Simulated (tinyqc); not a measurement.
From results back to parameters: heavy doping: gap narrowing, degeneracy and the minority density. Five cases, with inputs chosen for the exercise.

Problem. The minority density was computed from a hidden true narrowing dEg.

F_j(eta) = (1/Gamma(j + 1)) integral_0^infinity x^j dx/(1 + exp(x - eta)), which tends to exp(eta) for eta << 0.

Majority: N = Nv F_1/2(eta), eta the distance of EF beyond the majority band edge in kT. Degeneracy factor gam = F_1/2(eta)/exp(eta). ni0^2 = Nc Nv exp(-Eg/kT); product n p = ni0^2 gam exp(dEg/kT), dEg the true narrowing; apparent narrowing dEa = dEg + kT ln gam; minority density = n p/N.

Constants: kB = 8.617333262e-05 eV/K.

Case 1.

Values chosen (gap and densities of states near those of GaAs at this temperature; narrowing constants of the size fitted for Si, not for this material; the results hold for these values, not for the real material): N = 1e+18 1/cm^3 (ionised acceptors, equal to the majority density); Eg = 1.427 eV (gap); Nc = 4.34e+17 1/cm^3 (conduction-band density of states); Nv = 9.41e+18 1/cm^3 (valence-band density of states); T = 300 K.

minority density = 2.07645e-05 1/cm^3

Case 2.

Values chosen (gap and densities of states near those of InP at this temperature; narrowing constants of the size fitted for Si, not for this material; the results hold for these values, not for the real material): N = 7.2e+17 1/cm^3 (ionised acceptors, equal to the majority density); Eg = 1.334 eV (gap); Nc = 7.18e+17 1/cm^3 (conduction-band density of states); Nv = 1.54e+19 1/cm^3 (valence-band density of states); T = 350 K.

minority density = 2.88791 1/cm^3

Case 3.

Values chosen (gap and densities of states near those of Si at this temperature; narrowing constants near the fits for Si; the results hold for these values, not for the real material): N = 1.8e+19 1/cm^3 (ionised acceptors, equal to the majority density); Eg = 1.142 eV (gap); Nc = 2.7e+19 1/cm^3 (conduction-band density of states); Nv = 1.21e+19 1/cm^3 (valence-band density of states); T = 300 K.

minority density = 10.3095 1/cm^3

Case 4.

Values chosen (gap and densities of states near those of Ge at this temperature; narrowing constants of the size fitted for Si, not for this material; the results hold for these values, not for the real material): N = 6.3e+18 1/cm^3 (ionised acceptors, equal to the majority density); Eg = 0.598 eV (gap); Nc = 1.87e+19 1/cm^3 (conduction-band density of states); Nv = 9.24e+18 1/cm^3 (valence-band density of states); T = 450 K.

minority density = 3.19142e+13 1/cm^3

Case 5.

Values chosen (gap and densities of states near those of Si at this temperature; narrowing constants near the fits for Si; the results hold for these values, not for the real material): N = 5.1e+17 1/cm^3 (ionised acceptors, equal to the majority density); Eg = 1.109 eV (gap); Nc = 3.47e+19 1/cm^3 (conduction-band density of states); Nv = 1.42e+19 1/cm^3 (valence-band density of states); T = 350 K.

minority density = 172076 1/cm^3

Find: dEa; gam; dEg.

Solution. dEa = kT ln(minority x N/ni0^2); gam follows from N alone, and dEg = dEa - kT ln gam.

Case 1.

dEa = 40.41 meV
gam = 0.9632
dEg = 41.38 meV

Case 2.

dEa = 33.54 meV
gam = 0.9836
dEg = 34.04 meV

Case 3.

dEa = 55.90 meV
gam = 0.5972
dEg = 69.23 meV

Case 4.

dEa = 68.14 meV
gam = 0.7876
dEg = 77.40 meV

Case 5.

dEa = 15.25 meV
gam = 0.9874
dEg = 15.63 meV

Computed by tinyqc, one run a case: `OMP_NUM_THREADS=1 python tinyqc.py N N+1 out.jsonl` with N = 1651794, 1651815, 1651818, 1652246, 1652258; one thread of a shared Intel(R) Xeon(R) Processor @ 2.30GHz, about 0.01 s a run at most.
